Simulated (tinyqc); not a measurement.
Lateral field, substrate current, probability of reaching the oxide barrier and hot-carrier lifetime of a silicon transistor (pseudo-two-dimensional and lucky-electron models): one step, computed by the program tinyqc. Command: `OMP_NUM_THREADS=1 python tinyqc.py 3006359 3006360 out.jsonl hotcar walk`. One thread of a shared host (Intel(R) Xeon(R) Processor @ 2.30GHz), about 0.01 s of CPU time with the checks.

Local-field models: a lucky carrier gains its energy at the peak field over a path free of collisions. Voltages are magnitudes.

Task: Hot-carrier currents and lifetime. C_ox = 3.9 eps_0/t; F_sat = 2 v_s/mu; V_Dsat = V_ov F_sat L/(V_ov + F_sat L), V_ov = V_G - V_T; I_D/W = C_ox v_s (V_ov - V_Dsat). Scale length l = 0.22 t^(1/3) x_j^(1/2) (all in cm); F_m = sqrt(((V_D - V_Dsat)/l_e)^2 + F_sat^2), with l_e = l + L_n; length of the velocity-saturated region l_e ln((V_D - V_Dsat)/(l_e F_sat) + F_m/F_sat). Substrate current I_sub/I_D = (A_i/B_i)(V_D - V_Dsat) exp(-B_i/F_m); probability of reaching the oxide barrier exp(-phi_b/(e lambda F_m)); lifetime tau = (H/(I_D/W)) exp(phi_it/(e lambda F_m)).

Inputs (values chosen for the exercise, modelled on a silicon p-channel): channel length L = 1100 nm; oxide thickness t = 21 nm; junction depth x_j = 290 nm; mobility mu = 130 cm^2/(V s); saturation velocity v_s = 0.68 1e7 cm/s; threshold voltage V_T = 0.54 V; gate voltage V_G = 7 V; drain voltage V_D = 14 V; ionisation prefactor A_i = 9.1e+06 1/cm; ionisation field B_i = 3.85 MV/cm; hot-carrier mean free path lambda = 4.8 nm; oxide barrier phi_b = 4.6 eV; interface-trap threshold phi_it = 4.5 eV; lifetime constant H = 50 s microampere/micrometre; length of the depleted extension L_n = 75 nm.

Drain: lightly doped extension.

Constants: eps_0 = 8.8541878128e-12 F/m.

Give: I_sub/I_D; substrate current I_sub/W; probability of reaching phi_b; lifetime tau; exponent m = phi_it/(e lambda B_i).

Result:

I_sub/I_D = 0.0042712

substrate current I_sub/W = 1.1092 microampere/micrometre

probability of reaching phi_b = 4.9876e-10

lifetime tau = 2.4232e+08 s

exponent m = phi_it/(e lambda B_i) = 2.4351

Since both exponentials depend on 1/F_m, tau I_D scales about as (I_sub/I_D)^(-m) with m = 2.44, which lets I_sub serve as the monitor. The lifetime is 0.768 times ten years (3.156e8 s).
